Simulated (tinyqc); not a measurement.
# From etch rate back to HF added

Model: speciation in dilute and buffered hydrofluoric acid, oxide etch rate and bath loading. Computed by tinyqc, a small Python program. Command: `OMP_NUM_THREADS=1 python tinyqc.py 3121224 3121225 out.jsonl hfetch inv`. One thread of a shared host (Intel(R) Xeon(R) Processor @ 2.30GHz), about 0.01 s of CPU time with the checks.

Concentrations stand for activities, NH4+ and Cl- are spectators, and water ionisation is neglected. H, F and HF2 denote the ions H+, F- and HF2-. The base temperature is 298 K.

Inputs (values chosen for the exercise, of the order of those for thermal oxide at room temperature):

| quantity | value | unit |
|---|---|---|
| NH4F added | 0.39 | mol/L |
| HCl added | 0 | mol/L |
| K1 = [H][F]/[HF] | 0.000745 | mol/L |
| K2 = [HF2]/([HF][F]) | 3.53 | L/mol |
| K3 = [H2F2]/[HF]^2 | 0 | L/mol |
| rate constant of neutral HF k_a | 9.3 | nm L/(min mol) |
| rate constant of HF2 k_b | 54 | nm L/(min mol) |
| activation energy | 0.42 | eV |
| temperature error | 2.9 | K |
| oxide removed per wafer | 85 | nm |

Constants: k_B = 8.617333262e-05 eV/K.

Method:
- Fluoride balance: [HF] + [F] + 2 [HF2] + 2 [H2F2] = HF added + NH4F added. Acid balance: [H] + [HF] + [HF2] + 2 [H2F2] = HF added + HCl added. For a trial [H], [HF] = [H][F]/K1, and the fluoride balance is a quadratic in [F].
- The root is refined to 1e-13 in pH = -log10 [H].
- Rate = k_a ([HF] + 2 [H2F2]) + k_b [HF2], an empirical two-term form.
- Time = oxide/rate; a temperature error changes the rate by exp((E_a/k_B)(1/298 - 1/(298 + error))) - 1.

Task: A run gave the result below. Find the HF added, known to lie between 0.096 and 0.25 mol/L.

etch rate = 4.923028 nm/min

Result:

Each step takes the trial c = (a f_b - b f_a)/(f_b - f_a), f being the result less the target and a, b, c the logarithms of the listed values; c replaces end b, the old b replaces a if the sign of f changed, and otherwise f_a is halved.

Scan of the range:

| HF added (mol/L) | etch rate (nm/min) |
|---|---|
| 0.096 | 3.22388 |
| 0.113 | 3.76270 |
| 0.132 | 4.35343 |
| 0.155 | 5.05235 |
| 0.182 | 5.85038 |
| 0.213 | 6.73709 |
| 0.250 | 7.75493 |

False position (Illinois rule, in the logarithm of the input) inside the bracket:

| step | end a | end b | trial | etch rate (nm/min) |
|---|---|---|---|---|
| 1 | 0.132000 | 0.155000 | 0.150461 | 4.91582 |
| 2 | 0.155000 | 0.150461 | 0.150697 | 4.92294 |
| 3 | 0.155000 | 0.150697 | 0.150703 | 4.92311 |
| 4 | 0.150697 | 0.150703 | 0.150700 | 4.92303 |

Etch rate rises at every point of a 13-point scan of the range (every second point is shown), so one value fits; it is bracketed by 0.132 and 0.155. Answer: HF added = 0.1507 mol/L.
